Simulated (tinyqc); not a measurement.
Inside a calculation. Model: strained L valleys, repopulation and conductivity mass.

tinyqc, about 0.01 s, one thread, Intel Xeon 2.30GHz (shared host): `OMP_NUM_THREADS=1 python tinyqc.py 2530038 2530039 out.jsonl` Printed values are rounded.

A cubic crystal with four conduction valleys along the <111> axes under uniaxial stress X along [111] (X > 0 is tension); current along [111]. Non-degenerate electrons, fixed total density, one relaxation time for all valleys and stresses, masses unchanged by strain, so the mobility goes as the mean inverse mass.

Inputs (values chosen for the exercise); values close to those of germanium:
```
symbol   value   unit                             meaning
T          300      K                         temperature
s11       9.64  1/TPa                          compliance
s12      -2.75  1/TPa                          compliance
s44       15.3  1/TPa                          compliance
Xu        16.2     eV         shear deformation potential
ml        1.63     m0                   longitudinal mass
mt      0.0789     m0                     transverse mass
X          950    MPa  uniaxial stress (tension positive)
```

Constants: q = 1.602176634e-19 C, kB = 1.380649e-23 J/K, Vt = kB T/q. Results are converted to the units shown.

## Strain tensor

Stress s_ij = X a_i a_j with a the unit vector along [111]; strain e_ii = s11 s_ii + s12 (s_jj + s_kk), e_ij = s44 s_ij/2.

strain (%):

|  | x | y | z |
|---|---|---|---|
| x | 0.1311000 | 0.2422500 | 0.2422500 |
| y | 0.2422500 | 0.1311000 | 0.2422500 |
| z | 0.2422500 | 0.2422500 | 0.1311000 |

## Valley shifts and shares

Valley shift dE = Xu (n.e.n - trace(e)/3) with n the valley axis; share f proportional to exp(-dE/Vt).

| valley | dE (meV) | share f |
|---|---|---|
| [111] | 78.48900 | 0.0057847 |
| [-111] | -26.16300 | 0.3314051 |
| [1-11] | -26.16300 | 0.3314051 |
| [11-1] | -26.16300 | 0.3314051 |

The splitting is 105 meV, 4.0 Vt.

## Conductivity mass and mobility

Inverse mass along the current d = [111]: (n.d)^2/ml + (1 - (n.d)^2)/mt; mu/mu0 = sum f (1/m) over the plain mean of 1/m.

1/m along d, valley [111] to [11-1] (1/m0): [0.6134969, 11.33419, 11.33419, 11.33419]
conductivity mass = 0.08871407 m0
unstrained value = 0.1155533 m0
mu/mu0 = 1.302537

The possible range, all electrons in one kind of valley, is 0.0709 to 1.31.
